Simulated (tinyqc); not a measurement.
Reaction control against transport control: chemical vapour deposition: Grove model, boundary layer, depletion and step coverage. Computed by tinyqc, a small Python program. Command: `OMP_NUM_THREADS=1 python tinyqc.py 3011729 3011730 out.jsonl cvd walk`. One thread of a shared host (Intel(R) Xeon(R) Processor @ 2.30GHz), about 0.01 s of CPU time with the checks.

A precursor diffuses to the surface and reacts there at first order; each molecule that reacts adds one formula unit of film.

Inputs (values chosen for the exercise, close to those used for silicon nitride (counted as SiN4/3)):
```
quantity,value,unit
prefactor k0 of k_s,7.8e+07,cm/s
activation energy E,1.82,eV
temperature T,790,C
total pressure p,760,torr
mole fraction of the precursor Y,0.0064,-
gas diffusivity D0 at 273.15 K and 760 torr,0.25,cm^2/s
film density N,4e+22,formula units/cm^3
gas velocity U,78,cm/s
kinematic viscosity nu0 at 273.15 K and 760 torr,0.67,cm^2/s
susceptor length L,47,cm
channel height b,4.2,cm
```

Reactor: horizontal, atmospheric.

Constants: k_B = 8.617333262e-05 eV/K; k_B = 1.380649e-23 J/K.

Method:
- k_s = k0 exp(-E/(k_B T)); C_g = Y p/(k_B T), 1 torr = 133.322 Pa; D = D0 (T/273.15)^1.75 (760/p).
- nu = nu0 (T/273.15)^1.75 (760/p); Re = U L/nu; mean boundary layer delta = (2/3) L/sqrt(Re), at most b/2; h_g = D/delta.
- Fluxes in series: C_s = C_g/(1 + k_s/h_g); growth rate G = k_s h_g/(k_s + h_g) C_g/N; 1 cm/s = 6e8 nm/min.
- Temperatures in kelvin are T(C) + 273.15.

Rates:
```
T (C),k_s (cm/s),h_g (cm/s),G (nm/min),reaction limit (nm/min),transport limit (nm/min)
590,1.8426e-03,1.6152,1.5023e+00,1.5040e+00,1318.4
640,7.0357e-03,1.6967,5.4060e+00,5.4284e+00,1309.1
690,2.3376e-02,1.7778,1.6877e+01,1.7099e+01,1300.4
740,6.8984e-02,1.8583,4.6254e+01,4.7971e+01,1292.2
790,1.8388e-01,1.9383,1.1130e+02,1.2185e+02,1284.5
840,4.4881e-01,2.0178,2.3237e+02,2.8406e+02,1277.1
890,1.0145e+00,2.0969,4.1414e+02,6.1452e+02,1270.1
940,2.1443e+00,2.1755,6.2715e+02,1.2453e+03,1263.4
990,4.2714e+00,2.2538,8.2288e+02,2.3824e+03,1257.1
```

What follows from these numbers?

The apparent activation energy of G is 1.74 eV between the first rows and 0.72 eV between the last, against E = 1.82 eV. k_s passes h_g between 940 and 990 C, where control shifts from the surface to the gas. In the reaction limit the slope is E - k_B T, because C_g falls as 1/T; any further lowering comes from transport.

Extremes, crossings and ranges named in words are read from the listed rows.
